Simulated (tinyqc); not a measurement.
Voltage acceleration of oxide breakdown, four models on the same data: two steps of the calculation.

Field E = V/tox in MV/cm. Models: ln(t63/1 s) = a - c X with X = E (E model), -1/E (1/E model), ln V (power law, c the exponent n) or sqrt(E).

Parameters, values chosen for the exercise: oxide thickness tox = 5.6 nm; use voltage Vu = 2.8 V; stress temperature Ts = 423 K; use temperature Tu = 358 K; activation energy Ea = 0.7 eV; factor for area and percentile ks = 6.4e-6.

Constants: q = 1.602176634e-19 C, kB = 1.380649e-23 J/K. Results are converted to the units shown.

Task 1. Fitting the models. The three stress times were made with the 1/E model, c = 320, and are treated as data. For each model fit ln t63 on X by least squares over the three points.

```
stress  V (V)  t63 (s)
0        4.78    14060
1         5.4      190
2        6.28    1.816
```

Find: c; a; largest misfit in ln t63 (0: below 0.002).

Result 1.

```
model        c        a  largest misfit in ln t63 (0: below 0.002)
E       3.3172   37.633                                    0.39794
1/E     320.00  -27.938                                    0.00000
power   32.730   60.645                                    0.20109
sqrt E  20.863   70.334                                    0.30029
```

The worst misfit of any model is 0.40 in ln t63, a factor of 1.49 in time, comparable to the scatter of t63 from small samples, so such data hardly tell the models apart.

Task 2. Projection to use conditions. Project to Vu, multiply by exp[(Ea q/kB)(1/Tu - 1/Ts)] and by ks; ten years are 3.15576e8 s. The largest voltage for ten years solves the same relation for V.

```
model           c           a
E       3.3172445   37.632681
1/E     319.99828  -27.938158
power   32.730353   60.644548
sqrt E  20.863446   70.334463
```

Wanted: temperature factor; lifetime; largest voltage for ten years.

Result 2.

temperature factor = 32.68

```
model   lifetime (years)  largest voltage for ten years (V)
E               0.009156                              1.619
1/E              3.038e4                              3.201
power              3.336                              2.708
sqrt E            0.1278                              2.301
```

The lifetimes span 6.52 decades, from the E model (most cautious) to the 1/E model; the allowed voltage spans 1.62 to 3.20 V. 1 of the four models pass ten years at Vu. Lifetimes beyond a thousand years are formal extrapolations.

Range of the model: All four laws are empirical fits; none is established far below the stress range.

Program tinyqc, `OMP_NUM_THREADS=1 python tinyqc.py 2070101 2070102 out.jsonl`; Intel Xeon 2.30GHz, shared host, one thread, about 0.01 s.
